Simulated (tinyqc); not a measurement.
Changing the deposition rate F: epitaxial growth on a vicinal surface: Burton-Cabrera-Frank step flow, step-edge barrier and island nucleation. Computed by tinyqc, a small Python program. Command: `OMP_NUM_THREADS=1 python tinyqc.py 3018205 3018206 out.jsonl stepflow sweep`. One thread of a shared host (Intel(R) Xeon(R) Processor @ 2.30GHz), about 0.06 s of CPU time with the checks.

Adatoms land at rate F, hop on a square grid (a simplification for hexagonal faces), desorb, or join steps. Lengths are in units of a and n is the adatom coverage. Steps ascend at x = 0 and descend at x = l.

Inputs (values chosen for the exercise, close to those used for GaN(0001)):

| quantity | value | unit |
|---|---|---|
| site spacing a | 3.19 | angstrom |
| step height h | 2.59 | angstrom |
| diffusion barrier E_d | 1.3 | eV |
| desorption energy E_a | 2.96 | eV |
| adatom formation energy E_f | 1.16 | eV |
| step-edge barrier E_s | 0.11 | eV |
| attempt frequency nu | 1 | THz |
| miscut angle | 0.5 | degrees |
| temperature T | 920 | C |
| critical nucleus size i | 1 | - |

Constants: k_B = 8.617333262e-05 eV/K.

Method:
- D = nu exp(-E_d/(k_B T)) (a^2/s, nu counted per direction); tau = exp(E_a/(k_B T))/nu; x_s = sqrt(D tau); n_eq = exp(-E_f/(k_B T)); terrace width l = h/(a tan(miscut)); Schwoebel length l_s = exp(E_s/(k_B T)) - 1.
- Temperatures in kelvin are T(C) + 273.15.
- D n'' - n/tau + F = 0 with n(0) = n_eq and -l_s n'(l) = n(l) - n_eq. With u = n - F tau, A = n_eq - F tau, y = l/x_s, s = l_s/x_s: u = A cosh(x/x_s) + B sinh(x/x_s), B = A (1 - cosh y - s sinh y)/(sinh y + s cosh y). Flux into the ascending step J+ = D B/x_s, over the descending one J- = -(D/x_s)(A sinh y + B cosh y); step velocity J+ + J-; growth rate (J+ + J-)/l. For small y: J+ + J- = (F - n_eq/tau) l, J-/J+ = l/(l + 2 l_s).
- The coverage peaks where n' = 0, tanh(x/x_s) = -B/A.
- Island density on a flat surface without desorption: N = 0.25 (F/D)^(i/(i+2)) exp(E_i/((i+2) k_B T)) per site, with E_i = 0 for i = 1; spacing l_n = N^(-1/2). Step flow needs an effective width l_eff = 2 x(peak) below l_n.

One run for each value:

| deposition rate F (layers/s) | island density N on a flat surface (per site) | ratio l_eff/l_n | growth rate (layers/s) | peak coverage |
|---|---|---|---|---|
| 0.003 | 0.0002440 | 1.4825 | 2.9958e-03 | 1.3641e-05 |
| 0.009 | 0.0003519 | 1.7804 | 8.9954e-03 | 1.5734e-05 |
| 0.03 | 0.0005256 | 2.1760 | 2.9994e-02 | 2.3060e-05 |
| 0.09 | 0.0007581 | 2.6133 | 8.9989e-02 | 4.3990e-05 |
| 0.3 | 0.0011324 | 3.1940 | 2.9997e-01 | 1.1725e-04 |
| 0.9 | 0.0016333 | 3.8357 | 8.9993e-01 | 3.2655e-04 |
| 3 | 0.0024398 | 4.6881 | 2.9998e+00 | 1.0591e-03 |
| 9 | 0.0035188 | 5.6301 | 8.9993e+00 | 3.1521e-03 |
| 30 | 0.0052563 | 6.8812 | 2.9998e+01 | 1.0478e-02 |

What does the table show, and why?

Over the rows, island density N on a flat surface (per site) rises from 2.44e-4 to 0.00526 (exponent d ln y / d ln x about 0.33 throughout); ratio l_eff/l_n rises from 1.48 to 6.88 (exponent d ln y / d ln x about 0.17 throughout); growth rate (layers/s) rises from 0.00300 to 30.0 (exponent d ln y / d ln x about 1.0 throughout). The exponent of island density N on a flat surface stays at 0.33: i/(i+2) with i = 1. The exponent of growth rate stays at 1: the growth follows the flux. At the high end the exponent of peak coverage is 1.00, close to 1: the excess over n_eq dominates.

Caution (all rows): twice the distance from the ascending step to the coverage peak exceeds the expected island spacing [0.25 (F/D)^(i/(i+2)) exp(E_i/((i+2) k_B T))]^(-1/2) by 40 % or more, so islands nucleate and the step-flow values are formal. Caution (all rows): the prefactor 0.25 and the criterion are estimates, good to a factor of about two in length.

Extremes, crossings and ranges named in words are read from the listed rows.
